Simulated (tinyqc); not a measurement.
# Mobility and threshold from two currents

Question. In the linear region I = mu Cox (W/L) [(Vgs - VT) Vds - m Vds^2/2], Cox = eps0 eox/tox. Find mu and VT.

Values chosen for this exercise: relative permittivity of the gate insulator eox = 7.62; insulator thickness tox = 39 nm; gate width W = 20 um; gate length L = 5 um.

Constants: eps0 = 8.8541878128e-14 F/cm where lengths are in cm. Results are converted to the units shown.

I at Vgs = 2.99 and 3.49 V, Vds = 0.05 V (uA): [6.2743217, 14.751185]
m = 1.1205314

Answer. The slope dI/dVgs is mu Cox (W/L) Vds; the line meets zero current at VT + m Vds/2.

mu = 490 cm^2/(V s)
VT = 2.59 V

Program tinyqc, `OMP_NUM_THREADS=1 python tinyqc.py 2360003 2360004 out.jsonl`; Intel Xeon 2.30GHz, shared host, one thread, about 0.03 s.
